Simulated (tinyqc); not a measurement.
From results back to parameters: trap in a gate oxide as a short-range spherical well. Three cases, with inputs chosen for the exercise.

Problem. In the Lucovsky model sigma goes as (h nu - Et)^(3/2)/(h nu)^3. The ratio of the cross-sections at h1 and h2 was computed from a hidden Et.

Find: Et.

Method. y = [ratio (h1/h2)^3]^(2/3), and Et = (h1 - y h2)/(1 - y): the plot of (sigma (h nu)^3)^(2/3) against h nu is a line through Et.

Case 1.

Values chosen (out of a larger set: near those of SiO2 on Si; not measured data): h1 = 2.286 eV (first photon energy); h2 = 4.479 eV (second photon energy).

sigma(h1)/sigma(h2) = 0.495797

Solution.

Et = 1.858 eV

Case 2.

Values chosen (out of a larger set: near those of Al2O3 on GaAs; not measured data): h1 = 1.436 eV (first photon energy); h2 = 2.16 eV (second photon energy).

sigma(h1)/sigma(h2) = 0.799976

Solution.

Et = 0.991 eV

Case 3.

Values chosen (out of a larger set: near those of SiO2 on 4H SiC; not measured data): h1 = 3.105 eV (first photon energy); h2 = 4.394 eV (second photon energy).

sigma(h1)/sigma(h2) = 0.813207

Solution.

Et = 2.112 eV

Computed by tinyqc, one run a case: `OMP_NUM_THREADS=1 python tinyqc.py N N+1 out.jsonl` with N = 1251639, 1251648, 1251720; one thread of a shared Intel(R) Xeon(R) Processor @ 2.30GHz, about 0.01 s a run at most.
